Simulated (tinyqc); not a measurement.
Fully depleted semiconductor-on-insulator film with two gates, non-linear Poisson equation by Newton steps: charge against front-gate voltage.

One dimension across the film, front interface at x = 0, back interface at x = ts. psi is counted from the intrinsic level, n = ni exp(psi/Vt) (source grounded), holes neglected, acceptors ionised. Gates act through Cox = eps0 eox/tox and Cbox = 3.9 eps0/tb with potentials G1 = Vg - (phiM - chi - Vt ln(Nc/ni)) and G2 = Vb - (phiB - chi - Vt ln(Nc/ni)). Classical Boltzmann densities, no interface charge, no depletion in the back plane.

ni = sqrt(Nc Nv) exp(-Eg/(2 Vt)), Eg in volts. The Poisson equation eps0 eps_r d2psi/dx2 = q (n + Na), with -eps0 eps_r dpsi/dx = Cox (G1 - psi) at x = 0 and eps0 eps_r dpsi/dx = Cbox (G2 - psi) at x = ts, is solved on 300 equal intervals with half boxes at both ends; N_inv is the trapezoid sum of n. Swing = ln 10/(d ln N_inv/dVg); the last column is (dN_inv/dVb)/(dN_inv/dVg).

Values chosen for this exercise; band and dielectric values close to those of silicon:
```
symbol    value   unit                                                                 meaning
T           300      K                                                             temperature
Eg         1.11     eV                                                                band gap
eps_r      11.8                                                          relative permittivity
Nc      2.85e19  cm^-3                                  conduction-band density of states at T
Nv      2.61e19  cm^-3                                     valence-band density of states at T
chi           4     eV                                                       electron affinity
eox         3.9         relative permittivity of the gate insulator (close to silicon dioxide)
tox         1.6     nm                                                     insulator thickness
ts          6.7     nm                                                          film thickness
tb           74     nm                                      buried-oxide thickness (eps_r 3.9)
Na       1.2e17  cm^-3                                            acceptor density of the film
phiM       4.56     eV                                         work function of the front gate
phiB       5.05     eV                                         work function of the back plane
Vb            0      V                                                       back-gate voltage
```

Constants: q = 1.602176634e-19 C, kB = 1.380649e-23 J/K, Vt = kB T/q, eps0 = 8.8541878128e-14 F/cm where lengths are in cm. Results are converted to the units shown.

Charge against front-gate voltage:

| Vg (V) | psi front (V) | psi back (V) | N_inv (cm^-2) | centroid/ts | swing (mV/decade) | q dN_inv/dVg over Cox | back/front leverage |
|---|---|---|---|---|---|---|---|
| 0.07 | 0.0489 | 0.0291 | 3.91e4 | 0.436 | 61.6 | 1.09e-7 | 0.0341 |
| 0.22 | 0.196 | 0.172 | 1.07e7 | 0.423 | 61.5 | 2.97e-5 | 0.0337 |
| 0.37 | 0.342 | 0.314 | 2.90e9 | 0.409 | 62.2 | 0.00798 | 0.0333 |
| 0.52 | 0.469 | 0.426 | 2.87e11 | 0.365 | 124 | 0.397 | 0.0311 |
| 0.67 | 0.529 | 0.455 | 1.49e12 | 0.272 | 352 | 0.722 | 0.0269 |
| 0.82 | 0.561 | 0.463 | 3.07e12 | 0.210 | 632 | 0.831 | 0.0249 |
| 0.97 | 0.583 | 0.466 | 4.81e12 | 0.170 | 933 | 0.881 | 0.0238 |
| 1.12 | 0.598 | 0.467 | 6.62e12 | 0.144 | 1.24e3 | 0.909 | 0.0232 |
| 1.27 | 0.610 | 0.468 | 8.47e12 | 0.125 | 1.56e3 | 0.927 | 0.0229 |

What does the table show?

N_inv passes 1e11 cm^-2 at Vg = 0.474 V. The swing starts at 61.6 mV a decade, against (1 + k) Vt ln 10 = 60.8 for a front channel with k = Cs Cbox/(Cox (Cs + Cbox)) = 0.0210, Cs = eps0 eps_r/ts; above threshold this column is no longer a subthreshold swing. The centroid falls from 0.436 to 0.125 of ts and the leverage of the back gate falls from 0.0341 to 0.0229. For Vg = 0.67, 0.82, 0.97, 1.12, 1.27 the density at an interface exceeds 0.3 Nc, where Boltzmann statistics fail. In every row the classical centroid lies within 3 nm of an interface, where confinement, left out, would push it away.

Range of the model: In so thin a film or at such density quantum confinement moves the charge away from the interfaces and raises the threshold.

Computed by the program tinyqc: `OMP_NUM_THREADS=1 python tinyqc.py 2190064 2190065 out.jsonl`, one thread of a shared Intel Xeon 2.30GHz, about 0.4 s for the whole run.
